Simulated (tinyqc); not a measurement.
Finite line against the semi-infinite law: electromigration in a confined line: Blech product, Korhonen stress evolution and Black's law. Computed by tinyqc, a small Python program. Command: `OMP_NUM_THREADS=1 python tinyqc.py 3020897 3020898 out.jsonl emigr walk`. One thread of a shared host (Intel(R) Xeon(R) Processor @ 2.30GHz), about 0.01 s of CPU time with the checks.

The electron wind pushes atoms from the cathode (x = 0) to the anode (x = L); blocking ends build a back stress (tension positive). The input rho is taken not to change with temperature. d sigma/dt = d/dx [kappa (d sigma/dx + G)], with zero flux at both ends and sigma = sigma_0 at t = 0.

Inputs (values chosen for the exercise, close to those used for copper lines):
```
quantity                      value          unit
resistivity rho                2.27  micro-ohm cm
atomic volume Omega            11.8    angstrom^3
effective charge number Z*      1.7             -
prefactor D0                6.1e-08         m^2/s
activation energy E           0.925            eV
effective modulus B              33           GPa
critical stress sigma_c         190           MPa
initial stress sigma_0           29           MPa
current density j               1.3       MA/cm^2
line length L                   140            um
test temperature T              270             C
```

Start: thermal stress.

Constants: e = 1.602176634e-19 C; k_B = 8.617333262e-05 eV/K; k_B = 1.380649e-23 J/K.

Method:
- G = Z* e rho j/Omega; D = D0 exp(-E/(k_B T)); kappa = D B Omega/(k_B T); drift velocity of an unconfined line v = D Z* e rho j/(k_B T). SI: 1 micro-ohm cm = 1e-8 ohm m, 1 MA/cm^2 = 1e10 A/m^2.
- Temperatures in kelvin are T(C) + 273.15.
- At steady state sigma(x) = sigma_0 + G (L/2 - x). A void forms only if the cathode stress reaches sigma_c, that is if j L exceeds (j L)_c = 2 Omega (sigma_c - sigma_0)/(Z* e rho). Time scale tau = L^2/kappa.
- sigma(x, t) = sigma_0 + G L [1/2 - x/L - 4 sum_(m odd) cos(m pi x/L) exp(-m^2 pi^2 s)/(m pi)^2], s = t/tau, summed to m = 399.
- Semi-infinite line: sigma(0, t) = sigma_0 + 2 G L sqrt(s/pi). One-term form: keep m = 1 alone.

tau = 657.836 h

stress gradient G = 6.81156 MPa/um

Cathode stress (MPa):
```
s           t (h)  full series  semi-infinite  one term
0.002  1.3157e+00        77.12          77.12    126.88
0.005  3.2892e+00       105.09         105.09    137.93
0.01   6.5784e+00       136.60         136.60    155.64
0.02   1.3157e+01       181.18         181.18    188.55
0.05   3.2892e+01       269.35         269.61    269.86
0.1    6.5784e+01       361.76         369.27    361.76
0.2    1.3157e+02       452.12         510.22    452.12
0.4    2.6313e+02       498.35         709.55    498.35
0.8    5.2627e+02       505.67         991.44    505.67
```

What does the comparison show, and why?

Among these rows the semi-infinite law holds to 1 % up to s = 0.05 and the one-term form from s = 0.05 on: the far end is felt once sqrt(kappa t) is no longer small against L, and by then the terms with m > 1 have nearly died out. The critical stress 190 MPa is passed between s = 0.02 and 0.05. Caution: rows beyond sigma_c are formal, since a void ends the model there.
